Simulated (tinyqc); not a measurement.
Inside a calculation. Method: bound state in one dimension: Numerov shooting, finite differences, DVR. Computed by tinyqc, a small Python program that keeps every step. Settings: points = 96. Command: `OMP_NUM_THREADS=1 python tinyqc.py 26642 26643 out.jsonl` (the two numbers bound the seeds that draw the settings). One thread of a shared host (Intel(R) Xeon(R) Processor @ 2.60GHz), about 0.01 s of CPU time with the checks.

## Numerov steps at E = 0.1

One particle of mass 1 in V = 1.38^2 x^2/2 + 0 x^4 (atomic units), psi = 0 at both ends:

| parameter | value |
|---|---|
| left end | -4.500000 |
| right end | 4.500000 |
| intervals | 96 |
| h | 0.093750 |
| state sought (nodes) | 2 |

k_i = 2 m (E - V_i); (1 + h^2 k_(i+1)/12) y_(i+1) = 2 (1 - 5 h^2 k_i/12) y_i - (1 + h^2 k_(i-1)/12) y_(i-1), from y_0 = 0, y_1 = 0.001.

Points along the way:

| i | x | V | k | y |
|---|---|---|---|---|
| 0 | -4.5000 | 19.2821 | -38.3641 | 0.0000 |
| 1 | -4.4062 | 18.4870 | -36.7740 | 0.0010 |
| 2 | -4.3125 | 17.7087 | -35.2174 | 0.0023 |
| 3 | -4.2188 | 16.9471 | -33.6942 | 0.0044 |
| 4 | -4.1250 | 16.2023 | -32.2046 | 0.0078 |
| 5 | -4.0312 | 15.4742 | -30.7484 | 0.0134 |
| 32 | -1.5000 | 2.1425 | -4.0849 | 312.5628 |
| 33 | -1.4062 | 1.8830 | -3.5660 | 386.0675 |
| 34 | -1.3125 | 1.6403 | -3.0806 | 471.6549 |
| 35 | -1.2188 | 1.4144 | -2.6287 | 569.9902 |
| 36 | -1.1250 | 1.2051 | -2.2103 | 681.4670 |
| 37 | -1.0312 | 1.0126 | -1.8253 | 806.1508 |

## Bisection on the node count

With more sign changes than the state has nodes (the last point included) the energy is too high, else too low; the bracket starts as 0.1 to 12.

Trials:

| trial | E | sign changes | y at the right end | next |
|---|---|---|---|---|
| 1 | 6.050000 | 4 | 2.56e+02 | lower |
| 2 | 3.075000 | 2 | 1.66e+05 | raise |
| 3 | 4.562500 | 3 | -5.87e+03 | lower |
| 4 | 3.818750 | 3 | -3.34e+04 | lower |
| 5 | 3.446875 | 2 | 6.92e+02 | raise |
| 6 | 3.632812 | 3 | -2.67e+04 | lower |
| 7 | 3.539844 | 3 | -1.63e+04 | lower |
| 8 | 3.493359 | 3 | -8.74e+03 | lower |
| 9 | 3.470117 | 3 | -4.27e+03 | lower |
| 10 | 3.458496 | 3 | -1.85e+03 | lower |
| 11 | 3.452686 | 3 | -5.96e+02 | lower |
| 12 | 3.449780 | 2 | 4.43e+01 | raise |
| 13 | 3.451233 | 3 | -2.77e+02 | lower |
| 14 | 3.450507 | 3 | -1.16e+02 | lower |
| ... | ... | ... | ... | ... |
| 29 | 3.449980 | 3 | -2.62e-03 | lower |
| 30 | 3.449980 | 3 | -1.67e-04 | lower |
| 31 | 3.449980 | 2 | 1.06e-03 | raise |

eigenvalue = 3.449980 hartree

## The same grid by other methods

Three-point finite differences and the sine-DVR kinetic matrix of Colbert and Miller on the same points.

Lowest levels (hartree):

| state | finite differences | DVR |
|---|---|---|
| 0 | 0.6895 | 0.6900 |
| 1 | 2.0674 | 2.0700 |
| 2 | 3.4432 | 3.4500 |
| 3 | 4.8169 | 4.8300 |
| 4 | 6.1885 | 6.2100 |
